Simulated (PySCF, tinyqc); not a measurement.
Inside a calculation. Method: CID on RHF in the sto-3g basis, frozen core, for BeH+, spin multiplicity 1. The lowest restricted solution is unstable here: a spin-polarised one lies 0.0593 hartree lower (PySCF). One step of it, computed by the program tinyqc.

Problem. CID: roots. Diagonalise (each vector has its largest component positive (the first on a tie)); all determinants have Ms = 0, so triplets appear too. The lowest singlet root is the correlation energy.

Occupation strings over the orbitals (2 doubly, a alpha, b beta, 0 empty; spin orbitals ordered 1a 1b 2a 2b ...): 220000 202000 20a00b 200200 200020 20b00a 200002

H - E(HF) between determinants (hartree), lower triangle:
```
           220000     202000     20a00b    200200    200020    20b00a    200002
220000   0.000000
202000   0.118325   0.254490
20a00b   0.056564  -0.023562   0.356551
200200   0.052597   0.039808  -0.001471  0.535851
200020   0.052597   0.039808  -0.001471  0.024249  0.535851
20b00a  -0.056564   0.023562  -0.120251  0.001471  0.001471  0.356551
200002   0.088930   0.120251  -0.025972  0.020454  0.020454  0.025972  0.515785
```

Give: lowest roots of this matrix, relative to E(HF); lowest vectors; <S^2> of these roots; weight of the ground state by excitation level 0, 1, 2, ....

Solution.

lowest roots of this matrix, relative to E(HF) (hartree): -0.0680  0.2203  0.2363  0.4763  0.5116  0.5310  0.6476

lowest vectors:
```
         root 1   root 2  root 3   root 4
220000   0.9290   0.2370  0.0000   0.1828
202000  -0.3126   0.8655  0.0000   0.0839
20a00b  -0.1142  -0.0156  0.7071   0.6056
200200  -0.0558  -0.1135  0.0000  -0.2209
200020  -0.0558  -0.1135  0.0000  -0.2209
20b00a   0.1142   0.0156  0.7071  -0.6056
200002  -0.0834  -0.4105  0.0000   0.3584
```

<S^2> of these roots: 0.0000  0.0000  2.0000  0.0000  0.0000  0.0000  0.0000

weight of the ground state by excitation level 0, 1, 2, ...: 0.8630  0.0000  0.1370

The reference has a weight of only 0.86: one determinant is a poor start here.
